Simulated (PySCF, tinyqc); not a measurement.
Worked calculation (part 1 of 2): RHF in the sto-6g basis, for BeH+, spin multiplicity 1. The lowest restricted solution is unstable here: a spin-polarised one lies 0.0017 hartree lower (PySCF). Computed by tinyqc, a small Python program that keeps every step (integrals from PySCF). Settings: charge = 1, multiplicity = 1, basis = sto-6g, energy threshold = 1e-08, iteration cap = 68, orthogonalisation = symmetric, start = highest core orbitals, DIIS depth = 0, damping = 0.7, method = RHF. Command: `OMP_NUM_THREADS=1 python tinyqc.py 29253 29254 out.jsonl` (the two numbers bound the seeds that draw the settings). One thread of a shared host (Intel(R) Xeon(R) Processor @ 2.60GHz), about 0.1 s of CPU time with the checks. Later iterations appear only in the table of the cycle.

## One-electron integrals

Geometry (angstrom):
```
atom       x       y       z
Be    0.0000  0.0000  0.0000
H     0.0000  0.0000  1.7320
```

Basis sto-6g: exponents (1/bohr^2) and contraction coefficients of normalised primitives:
```
element  l (shell)  exponent  coefficient
Be           s (1)  312.8705       0.0092
Be           s (1)   57.3645       0.0494
Be           s (1)   16.0485       0.1685
Be           s (1)    5.5131       0.3706
Be           s (1)    2.1409       0.4165
Be           s (1)    0.8817       0.1303
Be           s (2)   13.6332      -0.0133
Be           s (2)    2.6984      -0.0470
Be           s (2)    0.8387      -0.0338
Be           s (2)    0.3227       0.2502
Be           s (2)    0.1401       0.5951
Be           s (2)    0.0642       0.2407
Be           p (3)   13.6332       0.0038
Be           p (3)    2.6984       0.0377
Be           p (3)    0.8387       0.1739
Be           p (3)    0.3227       0.4180
Be           p (3)    0.1401       0.4259
Be           p (3)    0.0642       0.1017
H            s (1)   35.5232       0.0092
H            s (1)    6.5131       0.0494
H            s (1)    1.8221       0.1685
H            s (1)    0.6260       0.3706
H            s (1)    0.2431       0.4165
H            s (1)    0.1001       0.1303
```

Overlap, kinetic and nuclear-attraction integrals over the contracted functions; the nuclear repulsion is the sum of Za Zb / Rab.

nuclear repulsion = 1.222118 hartree

overlap S:
```
         1Be 1s  1Be 2s  1Be 2px  1Be 2py  1Be 2pz   2H 1s
1Be 1s   1.0000  0.2548   0.0000   0.0000   0.0000  0.0300
1Be 2s   0.2548  1.0000   0.0000   0.0000   0.0000  0.3150
1Be 2px  0.0000  0.0000   1.0000   0.0000   0.0000  0.0000
1Be 2py  0.0000  0.0000   0.0000   1.0000   0.0000  0.0000
1Be 2pz  0.0000  0.0000   0.0000   0.0000   1.0000  0.3987
2H 1s    0.0300  0.3150   0.0000   0.0000   0.3987  1.0000
```

kinetic energy T (hartree):
```
          1Be 1s   1Be 2s  1Be 2px  1Be 2py  1Be 2pz    2H 1s
1Be 1s    6.7688  -0.2074   0.0000   0.0000   0.0000  -0.0100
1Be 2s   -0.2074   0.2201   0.0000   0.0000   0.0000   0.0228
1Be 2px   0.0000   0.0000   0.6613   0.0000   0.0000   0.0000
1Be 2py   0.0000   0.0000   0.0000   0.6613   0.0000   0.0000
1Be 2pz   0.0000   0.0000   0.0000   0.0000   0.6613   0.0881
2H 1s    -0.0100   0.0228   0.0000   0.0000   0.0881   0.7685
```

nuclear attraction V (hartree):
```
           1Be 1s   1Be 2s  1Be 2px  1Be 2py  1Be 2pz    2H 1s
1Be 1s   -15.0203  -1.7286   0.0000   0.0000  -0.0113  -0.2208
1Be 2s    -1.7286  -2.5993   0.0000   0.0000  -0.1057  -0.7463
1Be 2px    0.0000   0.0000  -2.5740   0.0000   0.0000   0.0000
1Be 2py    0.0000   0.0000   0.0000  -2.5740   0.0000   0.0000
1Be 2pz   -0.0113  -0.1057   0.0000   0.0000  -2.6496  -0.9300
2H 1s     -0.2208  -0.7463   0.0000   0.0000  -0.9300  -2.4598
```

core Hamiltonian H = T + V (hartree):
```
          1Be 1s   1Be 2s  1Be 2px  1Be 2py  1Be 2pz    2H 1s
1Be 1s   -8.2516  -1.9360   0.0000   0.0000  -0.0113  -0.2308
1Be 2s   -1.9360  -2.3792   0.0000   0.0000  -0.1057  -0.7234
1Be 2px   0.0000   0.0000  -1.9127   0.0000   0.0000   0.0000
1Be 2py   0.0000   0.0000   0.0000  -1.9127   0.0000   0.0000
1Be 2pz  -0.0113  -0.1057   0.0000   0.0000  -1.9884  -0.8419
2H 1s    -0.2308  -0.7234   0.0000   0.0000  -0.8419  -1.6913
```

## Two-electron integrals

Functions are numbered as in S; the eight-fold symmetry (ij|kl) = (ji|kl) = (kl|ij) leaves the list below.

Two-electron integrals (ij|kl) in chemists' order, unique and non-zero (hartree):
```
(11|11) 2.3000   (21|11) 0.3619   (21|21) 0.0719   (22|11) 0.5703
(22|21) 0.1397   (22|22) 0.4178   (31|31) 0.0153   (32|31) 0.0226
(32|32) 0.0923   (33|11) 0.5703   (33|21) 0.1397   (33|22) 0.4178
(33|33) 0.4501   (41|41) 0.0153   (42|41) 0.0226   (42|42) 0.0923
(43|43) 0.0243   (44|11) 0.5703   (44|21) 0.1397   (44|22) 0.4178
(44|33) 0.4016   (44|44) 0.4501   (51|51) 0.0153   (52|51) 0.0226
(52|52) 0.0923   (53|53) 0.0243   (54|54) 0.0243   (55|11) 0.5703
(55|21) 0.1397   (55|22) 0.4178   (55|33) 0.4016   (55|44) 0.4016
(55|55) 0.4501   (61|11) 0.0433   (61|21) 0.0084   (61|22) 0.0163
(61|33) 0.0162   (61|44) 0.0162   (61|51) 0.0008   (61|52) 0.0016
(61|55) 0.0166   (61|61) 0.0010   (62|11) 0.1325   (62|21) 0.0331
(62|22) 0.1116   (62|33) 0.1071   (62|44) 0.1071   (62|51) 0.0045
(62|52) 0.0291   (62|55) 0.1206   (62|61) 0.0043   (62|62) 0.0491
(63|31) 0.0028   (63|32) 0.0136   (63|53) 0.0047   (63|63) 0.0038
(64|41) 0.0028   (64|42) 0.0136   (64|54) 0.0047   (64|64) 0.0038
(65|11) 0.1528   (65|21) 0.0386   (65|22) 0.1353   (65|33) 0.1274
(65|44) 0.1274   (65|51) 0.0072   (65|52) 0.0452   (65|55) 0.1509
(65|61) 0.0052   (65|62) 0.0671   (65|65) 0.0937   (66|11) 0.3050
(66|21) 0.0776   (66|22) 0.2926   (66|33) 0.2727   (66|44) 0.2727
(66|51) 0.0111   (66|52) 0.0952   (66|55) 0.3324   (66|61) 0.0103
(66|62) 0.1721   (66|65) 0.2477   (66|66) 0.7750
```

## Orthogonalisation

S = U s U^T; symmetric (Loewdin) form X = U s^(-1/2) U^T, so that X^T S X = 1.

eigenvalues of S: 0.4730  0.8009  1.0000  1.0000  1.1800  1.5461

X:
```
          1Be 1s   1Be 2s  1Be 2px  1Be 2py  1Be 2pz    2H 1s
1Be 1s    1.0264  -0.1389   0.0000   0.0000  -0.0075   0.0204
1Be 2s   -0.1389   1.0746   0.0000   0.0000   0.0603  -0.1946
1Be 2px   0.0000   0.0000   1.0000   0.0000   0.0000   0.0000
1Be 2py   0.0000   0.0000   0.0000   1.0000   0.0000   0.0000
1Be 2pz  -0.0075   0.0603   0.0000   0.0000   1.0741  -0.2403
2H 1s     0.0204  -0.1946   0.0000   0.0000  -0.2403   1.1211
```

## Starting guess

The start is the highest orbitals of the core Hamiltonian (a deliberately bad start); D = 2 C_occ C_occ^T.

D at the start:
```
          1Be 1s   1Be 2s  1Be 2px  1Be 2py  1Be 2pz    2H 1s
1Be 1s    0.0448  -0.2133   0.0000   0.0000   0.1675   0.1362
1Be 2s   -0.2133   1.0459   0.0000   0.0000  -0.6173  -0.9082
1Be 2px   0.0000   0.0000   0.0000   0.0000   0.0000   0.0000
1Be 2py   0.0000   0.0000   0.0000   0.0000   0.0000   0.0000
1Be 2pz   0.1675  -0.6173   0.0000   0.0000   1.7474  -1.0922
2H 1s     0.1362  -0.9082   0.0000   0.0000  -1.0922   2.7055
```

## Iteration 1: building the Fock matrix

J_ij = sum D_kl (ij|kl), K_ij = sum D_kl (ik|jl); F = H + J - 0.5 K; E = tr D H + tr D J / 2 - 0.25 tr D K + E_nn.

Coulomb J (hartree):
```
          1Be 1s  1Be 2s  1Be 2px  1Be 2py  1Be 2pz   2H 1s
1Be 1s    1.8041  0.4433   0.0000   0.0000  -0.0165  0.0515
1Be 2s    0.4433  1.4310   0.0000   0.0000   0.0000  0.5158
1Be 2px   0.0000  0.0000   1.3742   0.0000   0.0000  0.0000
1Be 2py   0.0000  0.0000   0.0000   1.3742   0.0000  0.0000
1Be 2pz  -0.0165  0.0000   0.0000   0.0000   1.5445  0.6873
2H 1s     0.0515  0.5158   0.0000   0.0000   0.6873  1.9994
```

exchange K (hartree):
```
          1Be 1s   1Be 2s  1Be 2px  1Be 2py  1Be 2pz    2H 1s
1Be 1s    0.0480   0.0439   0.0000   0.0000  -0.0295  -0.0044
1Be 2s    0.0439   0.4175   0.0000   0.0000  -0.4306   0.0799
1Be 2px   0.0000   0.0000   0.1061   0.0000   0.0000   0.0000
1Be 2py   0.0000   0.0000   0.0000   0.1061   0.0000   0.0000
1Be 2pz  -0.0295  -0.4306   0.0000   0.0000   0.7179   0.2542
2H 1s    -0.0044   0.0799   0.0000   0.0000   0.2542   1.3780
```

Fock matrix F (hartree):
```
          1Be 1s   1Be 2s  1Be 2px  1Be 2py  1Be 2pz    2H 1s
1Be 1s   -6.4714  -1.5146   0.0000   0.0000  -0.0131  -0.1771
1Be 2s   -1.5146  -1.1569   0.0000   0.0000   0.1096  -0.2476
1Be 2px   0.0000   0.0000  -0.5916   0.0000   0.0000   0.0000
1Be 2py   0.0000   0.0000   0.0000  -0.5916   0.0000   0.0000
1Be 2pz  -0.0131   0.1096   0.0000   0.0000  -0.8028  -0.2817
2H 1s    -0.1771  -0.2476   0.0000   0.0000  -0.2817  -0.3809
```

total energy of this density = -3.415301 hartree

This density is the starting one.

## Iteration 1: diagonalisation and new density

Diagonalise F' = X^T F X, C = X C', fill 2 alpha and 2 beta electrons from the bottom; D = 2 C_occ C_occ^T; the new density keeps 0.7 of the old one (damping). Each column has its largest component positive (the first on a tie).

F' = X^T F X (hartree):
```
         1        2        3        4        5        6
1  -6.4140  -0.5819   0.0000   0.0000  -0.0300  -0.0239
2  -0.5819  -0.9110   0.0000   0.0000   0.1259  -0.0607
3   0.0000   0.0000  -0.5916   0.0000   0.0000   0.0000
4   0.0000   0.0000   0.0000  -0.5916   0.0000   0.0000
5  -0.0300   0.1259   0.0000   0.0000  -0.7849  -0.0859
6  -0.0239  -0.0607   0.0000   0.0000  -0.0859  -0.2975
```

orbital energies (hartree): MO1 -6.4750, MO2 -0.9500, MO3 -0.7108, MO4 -0.5916, MO5 -0.5916, MO6 -0.2715

coefficients C:
```
             MO1      MO2      MO3      MO4     MO5      MO6
1Be 1s    1.0065  -0.1864  -0.1515   0.0000  0.0000   0.0516
1Be 2s   -0.0272   0.8170   0.6500   0.0000  0.0000  -0.3532
1Be 2px   0.0000   0.0000   0.0000   0.7708  0.6371   0.0000
1Be 2py   0.0000   0.0000   0.0000  -0.6371  0.7708   0.0000
1Be 2pz   0.0009  -0.6126   0.7962   0.0000  0.0000  -0.4538
2H 1s     0.0049  -0.0184  -0.0290   0.0000  0.0000   1.1626
```

D after iteration 1:
```
          1Be 1s   1Be 2s  1Be 2px  1Be 2py  1Be 2pz    2H 1s
1Be 1s    0.6600  -0.2571   0.0000   0.0000   0.1863   0.1004
1Be 2s   -0.2571   1.1331   0.0000   0.0000  -0.7324  -0.6448
1Be 2px   0.0000   0.0000   0.0000   0.0000   0.0000   0.0000
1Be 2py   0.0000   0.0000   0.0000   0.0000   0.0000   0.0000
1Be 2pz   0.1863  -0.7324   0.0000   0.0000   1.4484  -0.7578
2H 1s     0.1004  -0.6448   0.0000   0.0000  -0.7578   1.8941
```

Within a degenerate level the vectors are fixed only up to a rotation; this is one choice.

## Iteration 2: building the Fock matrix

As before.

Coulomb J (hartree):
```
          1Be 1s   1Be 2s  1Be 2px  1Be 2py  1Be 2pz   2H 1s
1Be 1s    2.9879   0.6098   0.0000   0.0000  -0.0230  0.0708
1Be 2s    0.6098   1.5917   0.0000   0.0000  -0.0522  0.4923
1Be 2px   0.0000   0.0000   1.5483   0.0000   0.0000  0.0000
1Be 2py   0.0000   0.0000   0.0000   1.5483   0.0000  0.0000
1Be 2pz  -0.0230  -0.0522   0.0000   0.0000   1.6785  0.6311
2H 1s     0.0708   0.4923   0.0000   0.0000   0.6311  1.7116
```

exchange K (hartree):
```
          1Be 1s   1Be 2s  1Be 2px  1Be 2py  1Be 2pz   2H 1s
1Be 1s    1.4340   0.2504   0.0000   0.0000  -0.0284  0.0224
1Be 2s    0.2504   0.4944   0.0000   0.0000  -0.4436  0.0626
1Be 2px   0.0000   0.0000   0.1214   0.0000   0.0000  0.0000
1Be 2py   0.0000   0.0000   0.0000   0.1214   0.0000  0.0000
1Be 2pz  -0.0284  -0.4436   0.0000   0.0000   0.6469  0.1769
2H 1s     0.0224   0.0626   0.0000   0.0000   0.1769  0.9660
```

Fock matrix F (hartree):
```
          1Be 1s   1Be 2s  1Be 2px  1Be 2py  1Be 2pz    2H 1s
1Be 1s   -5.9806  -1.4514   0.0000   0.0000  -0.0201  -0.1712
1Be 2s   -1.4514  -1.0346   0.0000   0.0000   0.0638  -0.2624
1Be 2px   0.0000   0.0000  -0.4251   0.0000   0.0000   0.0000
1Be 2py   0.0000   0.0000   0.0000  -0.4251   0.0000   0.0000
1Be 2pz  -0.0201   0.0638   0.0000   0.0000  -0.6333  -0.2993
2H 1s    -0.1712  -0.2624   0.0000   0.0000  -0.2993  -0.4628
```

total energy of this density = -6.990858 hartree

This density is a damped mixture and is not idempotent.

## Iteration 2: diagonalisation and new density

As before.

F' = X^T F X (hartree):
```
         1        2        3        4        5        6
1  -5.9122  -0.6006   0.0000   0.0000  -0.0350  -0.0150
2  -0.6006  -0.7805   0.0000   0.0000   0.0967  -0.0785
3   0.0000   0.0000  -0.4251   0.0000   0.0000   0.0000
4   0.0000   0.0000   0.0000  -0.4251   0.0000   0.0000
5  -0.0350   0.0967   0.0000   0.0000  -0.5900  -0.1229
6  -0.0150  -0.0785   0.0000   0.0000  -0.1229  -0.3743
```

orbital energies (hartree): MO1 -5.9818, MO2 -0.7676, MO3 -0.6187, MO4 -0.4251, MO5 -0.4251, MO6 -0.2889

coefficients C:
```
             MO1      MO2      MO3      MO4     MO5      MO6
1Be 1s    1.0037  -0.2182  -0.1044   0.0000  0.0000   0.0853
1Be 2s   -0.0154   0.9174   0.3851   0.0000  0.0000  -0.4747
1Be 2px   0.0000   0.0000   0.0000  -0.5043  0.8635   0.0000
1Be 2py   0.0000   0.0000   0.0000   0.8635  0.5043   0.0000
1Be 2pz   0.0033  -0.4670   0.7194   0.0000  0.0000  -0.6924
2H 1s     0.0018  -0.0337   0.3075   0.0000  0.0000   1.1213
```

D after iteration 2:
```
          1Be 1s   1Be 2s  1Be 2px  1Be 2py  1Be 2pz    2H 1s
1Be 1s    1.0951  -0.3094   0.0000   0.0000   0.1935   0.0757
1Be 2s   -0.3094   1.2983   0.0000   0.0000  -0.7698  -0.4699
1Be 2px   0.0000   0.0000   0.0000   0.0000   0.0000   0.0000
1Be 2py   0.0000   0.0000   0.0000   0.0000   0.0000   0.0000
1Be 2pz   0.1935  -0.7698   0.0000   0.0000   1.1447  -0.5210
2H 1s     0.0757  -0.4699   0.0000   0.0000  -0.5210   1.3265
```

Within a degenerate level the vectors are fixed only up to a rotation; this is one choice.

## Iteration 3: building the Fock matrix

As before.

Coulomb J (hartree):
```
          1Be 1s   1Be 2s  1Be 2px  1Be 2py  1Be 2pz   2H 1s
1Be 1s    3.8154   0.7258   0.0000   0.0000  -0.0258  0.0844
1Be 2s    0.7258   1.7036   0.0000   0.0000  -0.0813  0.4773
1Be 2px   0.0000   0.0000   1.6711   0.0000   0.0000  0.0000
1Be 2py   0.0000   0.0000   0.0000   1.6711   0.0000  0.0000
1Be 2pz  -0.0258  -0.0813   0.0000   0.0000   1.7686  0.5937
2H 1s     0.0844   0.4773   0.0000   0.0000   0.5937  1.5138
```

exchange K (hartree):
```
          1Be 1s   1Be 2s  1Be 2px  1Be 2py  1Be 2pz   2H 1s
1Be 1s    2.4047   0.3947   0.0000   0.0000  -0.0243  0.0415
1Be 2s    0.3947   0.5754   0.0000   0.0000  -0.4326  0.0611
1Be 2px   0.0000   0.0000   0.1382   0.0000   0.0000  0.0000
1Be 2py   0.0000   0.0000   0.0000   0.1382   0.0000  0.0000
1Be 2pz  -0.0243  -0.4326   0.0000   0.0000   0.5635  0.1182
2H 1s     0.0415   0.0611   0.0000   0.0000   0.1182  0.6779
```

Fock matrix F (hartree):
```
          1Be 1s   1Be 2s  1Be 2px  1Be 2py  1Be 2pz    2H 1s
1Be 1s   -5.6386  -1.4075   0.0000   0.0000  -0.0250  -0.1671
1Be 2s   -1.4075  -0.9632   0.0000   0.0000   0.0292  -0.2767
1Be 2px   0.0000   0.0000  -0.3107   0.0000   0.0000   0.0000
1Be 2py   0.0000   0.0000   0.0000  -0.3107   0.0000   0.0000
1Be 2pz  -0.0250   0.0292   0.0000   0.0000  -0.5015  -0.3072
2H 1s    -0.1671  -0.2767   0.0000   0.0000  -0.3072  -0.5165
```

total energy of this density = -9.317455 hartree

This density is a damped mixture and is not idempotent.

## Iteration 3: diagonalisation and new density

As before.

F' = X^T F X (hartree):
```
         1        2        3        4        5        6
1  -5.5627  -0.6120   0.0000   0.0000  -0.0381  -0.0088
2  -0.6120  -0.7041   0.0000   0.0000   0.0734  -0.0925
3   0.0000   0.0000  -0.3107   0.0000   0.0000   0.0000
4   0.0000   0.0000   0.0000  -0.3107   0.0000   0.0000
5  -0.0381   0.0734   0.0000   0.0000  -0.4407  -0.1473
6  -0.0088  -0.0925   0.0000   0.0000  -0.1473  -0.4242
```

orbital energies (hartree): MO1 -5.6389, MO2 -0.6659, MO3 -0.5793, MO4 -0.3107, MO5 -0.3107, MO6 -0.2476

coefficients C:
```
             MO1      MO2      MO3      MO4     MO5      MO6
1Be 1s    1.0015  -0.2452   0.0175   0.0000  0.0000   0.0990
1Be 2s   -0.0061   0.9714  -0.1521   0.0000  0.0000  -0.4988
1Be 2px   0.0000   0.0000   0.0000   0.8364  0.5480   0.0000
1Be 2py   0.0000   0.0000   0.0000  -0.5480  0.8364   0.0000
1Be 2pz   0.0051  -0.1731   0.6330   0.0000  0.0000  -0.8857
2H 1s    -0.0005   0.1451   0.5820   0.0000  0.0000   0.9966
```

D after iteration 3:
```
          1Be 1s   1Be 2s  1Be 2px  1Be 2py  1Be 2pz    2H 1s
1Be 1s    1.4045  -0.3631   0.0000   0.0000   0.1640   0.0313
1Be 2s   -0.3631   1.4750   0.0000   0.0000  -0.6398  -0.2444
1Be 2px   0.0000   0.0000   0.0000   0.0000   0.0000   0.0000
1Be 2py   0.0000   0.0000   0.0000   0.0000   0.0000   0.0000
1Be 2pz   0.1640  -0.6398   0.0000   0.0000   0.8193  -0.3798
2H 1s     0.0313  -0.2444   0.0000   0.0000  -0.3798   0.9412
```

Within a degenerate level the vectors are fixed only up to a rotation; this is one choice.

## Iteration 58 (converged): orbitals

converged F (hartree):
```
          1Be 1s   1Be 2s  1Be 2px  1Be 2py  1Be 2pz    2H 1s
1Be 1s   -5.0657  -1.3597   0.0000   0.0000   0.0160  -0.1608
1Be 2s   -1.3597  -0.8198   0.0000   0.0000  -0.1045  -0.3993
1Be 2px   0.0000   0.0000  -0.1310   0.0000   0.0000   0.0000
1Be 2py   0.0000   0.0000   0.0000  -0.1310   0.0000   0.0000
1Be 2pz   0.0160  -0.1045   0.0000   0.0000  -0.2512  -0.3455
2H 1s    -0.1608  -0.3993   0.0000   0.0000  -0.3455  -0.4326
```

Diagonalise F' = X^T F X, C = X C', fill 2 alpha and 2 beta electrons from the bottom; D = 2 C_occ C_occ^T. Each column has its largest component positive (the first on a tie).

F' = X^T F X (hartree):
```
         1        2        3        4        5        6
1  -4.9700  -0.6645   0.0000   0.0000   0.0154   0.0123
2  -0.6645  -0.5031   0.0000   0.0000  -0.0165  -0.2639
3   0.0000   0.0000  -0.1310   0.0000   0.0000   0.0000
4   0.0000   0.0000   0.0000  -0.1310   0.0000   0.0000
5   0.0154  -0.0165   0.0000   0.0000  -0.1413  -0.2676
6   0.0123  -0.2639   0.0000   0.0000  -0.2676  -0.2375
```

orbital energies (hartree): MO1 -5.0669, MO2 -0.6637, MO3 -0.2554, MO4 -0.1310, MO5 -0.1310, MO6 0.1341

coefficients C:
```
             MO1      MO2      MO3      MO4     MO5      MO6
1Be 1s    0.9957  -0.1866  -0.1906   0.0000  0.0000   0.1036
1Be 2s    0.0165   0.6341   0.7409   0.0000  0.0000  -0.5140
1Be 2px   0.0000   0.0000   0.0000   0.9525  0.3046   0.0000
1Be 2py   0.0000   0.0000   0.0000  -0.3046  0.9525   0.0000
1Be 2pz  -0.0025   0.2662  -0.6019   0.0000  0.0000  -0.8842
2H 1s    -0.0015   0.5014  -0.3405   0.0000  0.0000   0.9928
```

D after iteration 58:
```
          1Be 1s   1Be 2s  1Be 2px  1Be 2py  1Be 2pz    2H 1s
1Be 1s    2.0525  -0.2038   0.0000   0.0000  -0.1042  -0.1900
1Be 2s   -0.2038   0.8048   0.0000   0.0000   0.3375   0.6358
1Be 2px   0.0000   0.0000   0.0000   0.0000   0.0000   0.0000
1Be 2py   0.0000   0.0000   0.0000   0.0000   0.0000   0.0000
1Be 2pz  -0.1042   0.3375   0.0000   0.0000   0.1417   0.2669
2H 1s    -0.1900   0.6358   0.0000   0.0000   0.2669   0.5028
```

Within a degenerate level the vectors are fixed only up to a rotation; this is one choice.
